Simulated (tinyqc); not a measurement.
Two-valley model of the transferred-electron effect: one step, computed by the program tinyqc.

Both kinds of valley share one electron temperature T_e, and each has a constant mobility.

Task: Velocity. Density-of-states ratio R = Z (m2/m1)^(3/2); n2/n1 = R exp(-dE/(k_B T_e)); mean mobility mu = (mu1 + mu2 n2/n1)/(1 + n2/n1); energy balance e mu F^2 = (3/2) k_B (T_e - T)/tau_E; v = mu F.

Inputs (values chosen for the exercise, modelled on GaN):
```
quantity                       value        unit
central-valley mass m1           0.2         m_0
satellite-valley mass m2        0.48         m_0
satellite valleys Z                6           -
valley separation dE             1.3          eV
central-valley mobility mu1      960  cm^2/(V s)
satellite-valley mobility mu2     54  cm^2/(V s)
lattice temperature T            500           K
electric field F                  31       kV/cm
```

Solver: bisection.

electron temperature T_e = 1128.057 K

Constants: k_B = 8.617333262e-05 eV/K.

Give: share in the satellites; mean mobility; drift velocity.

Result:

share in the satellites = 0.003471 %

mean mobility = 960.0 cm^2/(V s)

drift velocity = 2.976 1e7 cm/s
